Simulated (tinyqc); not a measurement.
Time-dependent dielectric breakdown: cell percolation, Weibull statistics, area scaling and voltage extrapolation: one step, computed by the program tinyqc.

The oxide is divided into columns of area a^2, each holding m = t_ox/a cells (m is taken as continuous). A share lambda(t) = (t/t_1)^alpha of the cells is defective, and a column whose cells are all defective breaks down.

Problem. A sample of breakdown times. Each device fails at t = t63 (-ln(1 - u))^(1/beta). Sort the times; median rank F_i = (i - 0.3)/(n_s + 0.4) for n_s devices; W = ln(-ln(1 - F_i)).

characteristic life t63 = 14351.06 s

uniform random numbers u: 0.5007  0.8948  0.3729  0.4778  0.7308  0.6885  0.5614  0.9048  0.7883  0.2731

Weibull slope beta = 1.8

Give: Weibull plot.

Solution.

Weibull plot:
```
i   t (s)     F_i   ln t       W
1    7607  0.0673   8.94  -2.664
2    9397  0.1635   9.15  -1.723
3   11294  0.2596   9.33  -1.202
4   11720  0.3558   9.37  -0.822
5   12889  0.4519   9.46  -0.509
6   15632  0.5481   9.66  -0.230
7   16690  0.6442   9.72   0.033
8   18324  0.7404   9.82   0.299
9   22529  0.8365  10.02   0.594
10  23079  0.9327  10.05   0.993
```

Caution: t_1 is an input here; in a real oxide it changes with thickness at fixed voltage.
